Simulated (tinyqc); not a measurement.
n-type polysilicon, carrier trapping at grain boundaries: effect of the doping.

One-dimensional grains of size Lg, uniform ionised doping N, monovalent traps Qt at each boundary at a depth Et below (for electrons) or above (for holes) the band edge there, abrupt depletion of width W on each side of a boundary, Boltzmann statistics. xi is the distance from the band edge at the grain centre to the Fermi level. Trapped charge Qt/(1 + exp((xi + VB - Et)/Vt)) = 2 N W, barrier VB = q N W^2/(2 eps0 eps_r).

If the trap equation with xi = Vt ln(NB/N) has a root W < Lg/2, the grain is partly depleted; otherwise W = Lg/2 and the trap equation gives xi = Et - VB + Vt ln(Qt/(N Lg) - 1). N* = Qt/Lg. n0 = NB exp(-xi/Vt); mean density n0 (1 - 2 W/Lg) by charge balance in a partly depleted grain, and n0 (sqrt(pi)/2) erf(u)/u with u = sqrt(VB/Vt) in a fully depleted one; v = sqrt(kB T/(2 pi ms m0)); barrier resistivity Vt exp(VB/Vt)/(q fe n0 v Lg); grain resistivity (1 - 2 W/Lg)/(q n0 mug); effective mobility 1/(q mean density total resistivity). Rows with xi above 0.45 V, towards mid-gap, are left out, since the other carrier type is ignored.

Parameters, values chosen for the exercise; values of the order met in polycrystalline silicon:

| symbol | value | unit | meaning |
|---|---|---|---|
| T | 300 | K | temperature |
| eps_r | 11.7 |  | relative permittivity |
| NB | 2.8e19 | cm^-3 | conduction-band density of states at T |
| Lg | 75 | nm | grain size |
| Qt | 5.9e11 | cm^-2 | trap density of a grain boundary |
| Et | 0.36 | eV | depth of the trap level from the majority band edge at the boundary |
| ms | 0.26 | m0 | mass for thermionic emission |
| fe | 1 |  | correction factor of the emission rate |
| mug | 92 | cm^2/(V s) | mobility inside the grains |

Constants: q = 1.602176634e-19 C, kB = 1.380649e-23 J/K, m0 = 9.1093837015e-31 kg, Vt = kB T/q, eps0 = 8.8541878128e-14 F/cm where lengths are in cm. Results are converted to the units shown.

Result of one run:
columns A: N (cm^-3); B: N/N*; C: depleted share 2 W/Lg; D: VB (V); E: xi (V); F: mean density (cm^-3); G: resistivity (ohm cm); H: effective mobility (cm^2/(V s))
```
A           B        C         D        E         F        G      H
1.5e18  19.07  0.05244  0.004486  0.07566  1.421e18  0.04609  95.28
```

What becomes of these results when the doping N is changed from 1.5e18 to 1.6e17 cm^-3, all else the same?

Result of the changed run:
columns A: N (cm^-3); B: N/N*; C: depleted share 2 W/Lg; D: VB (V); E: xi (V); F: mean density (cm^-3); G: resistivity (ohm cm); H: effective mobility (cm^2/(V s))
```
A           B       C        D       E         F       G      H
1.6e17  2.034  0.4913  0.04199  0.1335  8.140e16  0.3451  222.2
```

The whole series:
columns A: N (cm^-3); B: N/N*; C: depleted share 2 W/Lg; D: VB (V); E: xi (V); F: mean density (cm^-3); G: resistivity (ohm cm); H: effective mobility (cm^2/(V s))
```
A             B        C         D        E         F        G      H
3.9e15  0.04958    1.000  0.004241   0.4321  1.461e12     3116   1370
8.3e15   0.1055    1.000  0.009026   0.4062  3.754e12     1378   1206
1.7e16   0.2161    1.000   0.01849   0.3748  1.138e13    589.7  929.8
3.7e16   0.4703    1.000   0.04024   0.3228  6.920e13    183.1  492.7
7.7e16   0.9788    1.000   0.08373   0.1772  1.440e16    3.519  123.2
1.6e17    2.034   0.4913   0.04199   0.1335  8.140e16   0.3451  222.2
3.4e17    4.322   0.2313   0.01979   0.1140  2.613e17   0.1792  133.3
7.1e17    9.025   0.1108  0.009477  0.09500  6.313e17  0.09325  106.0
1.5e18    19.07  0.05244  0.004486  0.07566  1.421e18  0.04609  95.28
3.1e18    39.41  0.02538  0.002171  0.05690  3.021e18  0.02276  90.76
```

As N goes from 3.9e15 to 3.1e18, VB goes from 0.00424 through a maximum of 0.0837 (at N = 7.7e16 among the rows listed) to 0.00217 V, the resistivity falls from 3120 to 0.0228 ohm cm and the effective mobility moves up and down between 90.8 and 1370 cm^2/(V s). The steepest fall of the resistivity among the rows, as N^(-5.4), lies between N = 3.7e16 and 7.7e16 cm^-3; N* = 7.87e16 cm^-3. While the grain is fully depleted VB grows as N; once the traps are full it falls as 1/N. For N = 3.1e18 xi is under 2.5 Vt, where Boltzmann statistics begin to fail. For N = 3.9e15, 8.3e15, 1.7e16, 3.4e17, 7.1e17, 1.5e18, 3.1e18 VB is below Vt, where abrupt depletion and thermionic emission are rough. For N = 7.7e16 the grain is near the changeover between partial and full depletion, within a few Debye lengths, where both limits are rough. For N = 3.9e15, 8.3e15, 1.7e16, 3.7e16, 7.7e16, 1.6e17, 3.4e17, 7.1e17, 1.5e18 the effective mobility exceeds mug, since drift through the depleted part of the grain is left out.

Program tinyqc, `OMP_NUM_THREADS=1 python tinyqc.py 2830283 2830284 out.jsonl`; Intel Xeon 2.30GHz, shared host, one thread, about 0.01 s.
